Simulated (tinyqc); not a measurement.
## Short-channel transistor, virtual-source model with series resistance: effect of the temperature on the on and off currents

The current per gate width is the charge at the top of the source barrier (the virtual source) times its velocity times a saturation function; al and be are fitting constants of the model. Units: I in uA/um, Rs in ohm um, so I Rs = 1e-6 I Rs in volts; Q in uC/cm^2, so I = 1e-4 Q vx0 Fsat with vx0 in cm/s.

Intrinsic voltages Vg' = Vgs - I Rs, Vd' = Vds - 2 I Rs. n = n0 + nd Vd', VT = VT0 - dl Vd', Ff = 1/(1 + exp((Vg' - VT + al Vt/2)/(al Vt))), Q = Cinv n Vt ln(1 + exp((Vg' - VT + al Vt Ff)/(n Vt))), Vdsat = (vx0 L/mu)(1 - Ff) + Vt Ff, Fsat = u/(1 + u^be)^(1/be) with u = Vd'/Vdsat, and I = Q vx0 Fsat per width. I is solved self-consistently. Ion is I at Vgs = Vds = 0.6 V, Ioff at Vgs = 0, Vds = 0.6 V, and Rlin = Vds/I at Vgs = 0.6 V, Vds = 0.05 V. mu, vx0, VT0, dl and n0 are held fixed.

Parameters, values chosen for the exercise:
- Cinv = 3.57 uF/cm^2 (inversion capacitance)
- vx0 = 5.19e6 cm/s (velocity at the virtual source)
- mu = 1200 cm^2/(V s) (apparent mobility)
- L = 12 nm (channel length)
- VT0 = 0.39 V (threshold at zero drain voltage)
- dl = 0.194 V/V (drain-induced barrier lowering)
- n0 = 1.57 (subthreshold factor)
- nd = 0.05 1/V (growth of n with drain voltage)
- al = 3.5 (threshold shift (in units of Vt) from weak to strong inversion)
- be = 2 (sharpness of saturation)
- Rs = 70 ohm um (series resistance of each contact)

Constants: q = 1.602176634e-19 C, kB = 1.380649e-23 J/K, Vt = kB T/q. Results are converted to the units shown.

Results:

| T (K) | Ion (uA/um) | Ioff (nA/um) | log10(Ion/Ioff) | Rlin (ohm um) |
|---|---|---|---|---|
| 200 | 513.1 | 21.51 | 4.378 | 168.0 |
| 230 | 513.7 | 87.51 | 3.769 | 168.5 |
| 290 | 516.0 | 604.4 | 2.931 | 169.9 |
| 320 | 517.7 | 1205 | 2.633 | 170.8 |
| 350 | 519.7 | 2125 | 2.388 | 171.8 |
| 380 | 522.2 | 3417 | 2.184 | 172.8 |
| 410 | 525.0 | 5110 | 2.012 | 173.9 |

Estimate the missing row, T = 260 K.

Computed row:

| T (K) | Ion (uA/um) | Ioff (nA/um) | log10(Ion/Ioff) | Rlin (ohm um) |
|---|---|---|---|---|
| 260 | 514.7 | 257.5 | 3.301 | 169.1 |

With this row back in the table: As T goes from 200 to 410 K, Ion rises from 513 to 525 uA/um, Ioff rises from 21.5 to 5110 nA/um and Rlin rises from 168 to 174 ohm um. Ion changes by a factor of 1.02 and Ioff by 238. For T = 320 to 410 K the off current passes 1 uA/um, so the device is hardly off at Vgs = 0.

Numbers from tinyqc (`OMP_NUM_THREADS=1 python tinyqc.py 2380059 2380060 out.jsonl`; about 0.01 s on one thread of a shared Intel Xeon 2.30GHz).
